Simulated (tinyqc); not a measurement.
## Slope factor and drain-induced lowering from three currents

Problem. With source and body at 0 V, I = A exp((Vg + dd Vd)/(nf Vt)) (1 - exp(-Vd/Vt)). Find nf, the swing nf Vt ln 10 and dd.

Inputs (values chosen for the exercise): temperature T = 398 K.

Constants: q = 1.602176634e-19 C, kB = 1.380649e-23 J/K, Vt = kB T/q. Results are converted to the units shown.

currents at (Vg, Vd) = (0, 0.05), (0, 1.2) and (0.09, 1.2) V (nA/um): 0.018175173  0.18950199  1.4489790

Solution. The pair at equal Vd gives nf; the pair at equal Vg, after dividing out the factors 1 - exp(-Vd/Vt), gives dd.

nf = 1.290
swing = 101.9 mV/decade
dd = 0.08000

Program tinyqc, `OMP_NUM_THREADS=1 python tinyqc.py 2242102 2242103 out.jsonl`; Intel Xeon 2.30GHz, shared host, one thread, about 0.04 s.
